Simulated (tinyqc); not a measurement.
Finnis-Sinclair potential for a bcc metal: fit to cohesion and elasticity, then vacancy, surfaces and structure: one step, computed by the program tinyqc.

E = (1/2) sum V(r) - A sqrt(rho), rho = sum phi(r), phi = (r - d)^2 for r < d, V = (r - c)^2 (c0 + c1 r + c2 r^2) for r < c. In bcc the 8 first neighbours lie at sqrt(3) a/2 and the 6 second at a; both cut-offs lie below the third shell; Omega = a^3/2; E is per atom and z the number of atoms in a shell. The four constants A, c0, c1, c2 are fitted to E_c, zero pressure, B and C12 - C44 alone, so C44 and C11 - C12 are not matched singly; defects are unrelaxed.

Task: Unrelaxed vacancy. E_v = -A sum_shells z [sqrt(rho - phi(r)) - sqrt(rho)] - (1/2) sum z V(r): the neighbours lose one bond each, and the atom is put back in the bulk.

Inputs (values chosen for the exercise, modelled on vanadium):

| quantity | value | unit |
|---|---|---|
| lattice constant a | 3.04 | angstrom |
| cohesive energy E_c | 5.21 | eV |
| density cut-off d/a | 1.235 | - |
| pair cut-off c/a | 1.24 | - |

c0, c1, c2 (eV/angstrom^2, eV/angstrom^3, eV/angstrom^4): 0.8173636  0.1511772  -0.1186479

A = 2.078264 eV/angstrom

rho = 13.12758 angstrom^2

Give: V at the two shells; phi at the two shells; vacancy energy E_v; E_v/E_c.

Result:

V at the two shells (eV): 0.5080  0.0961

phi at the two shells (angstrom^2): 1.258  0.510

vacancy energy E_v = 1.526 eV

E_v/E_c = 0.2930

A pair potential would give E_v = E_c; the square root lowers the ratio to 0.29.
